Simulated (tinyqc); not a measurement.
Short-channel transistor, virtual-source model with series resistance: one step of the calculation.

The current per gate width is the charge at the top of the source barrier (the virtual source) times its velocity times a saturation function; al and be are fitting constants of the model. Units: I in uA/um, Rs in ohm um, so I Rs = 1e-6 I Rs in volts; Q in uC/cm^2, so I = 1e-4 Q vx0 Fsat with vx0 in cm/s.

Problem. Current through the series resistance. Intrinsic voltages Vg' = Vgs - I Rs, Vd' = Vds - 2 I Rs. n = n0 + nd Vd', VT = VT0 - dl Vd', Ff = 1/(1 + exp((Vg' - VT + al Vt/2)/(al Vt))), Q = Cinv n Vt ln(1 + exp((Vg' - VT + al Vt Ff)/(n Vt))), Vdsat = (vx0 L/mu)(1 - Ff) + Vt Ff, Fsat = u/(1 + u^be)^(1/be) with u = Vd'/Vdsat, and I(out) = Q vx0 Fsat per width. (Fsat takes the sign of u.) Newton step: I(new) = I + (I(out) - I)/(1 - s), s = dI(out)/dI by a central difference with +/- 0.001 uA/um.

Values chosen for this exercise: temperature T = 300 K; inversion capacitance Cinv = 1.82 uF/cm^2; velocity at the virtual source vx0 = 1.86e7 cm/s; apparent mobility mu = 1400 cm^2/(V s); channel length L = 45 nm; threshold at zero drain voltage VT0 = 0.41 V; drain-induced barrier lowering dl = 0.18 V/V; subthreshold factor n0 = 1.55; growth of n with drain voltage nd = 0.1 1/V; threshold shift (in units of Vt) from weak to strong inversion al = 3.5; sharpness of saturation be = 2; series resistance of each contact Rs = 120 ohm um; gate voltage Vgs = 0.77 V; drain voltage Vds = 0.05 V.

Constants: q = 1.602176634e-19 C, kB = 1.380649e-23 J/K, Vt = kB T/q. Results are converted to the units shown.

I at the start = 0 uA/um

Give: Vg'; Vd'; VT; Ff; Q; Vdsat; Fsat; I(out); s; I after iteration 1.

Solution.

Vg' = 0.7700 V
Vd' = 0.05000 V
VT = 0.4010 V
Ff = 0.01017
Q = 0.6733 uC/cm^2
Vdsat = 0.05944 V
Fsat = 0.6437
I(out) = 806.1 uA/um
s = -2.613
I after iteration 1 = 223.1 uA/um

tinyqc, about 0.02 s, one thread, Intel Xeon 2.30GHz (shared host): `OMP_NUM_THREADS=1 python tinyqc.py 2380163 2380164 out.jsonl`
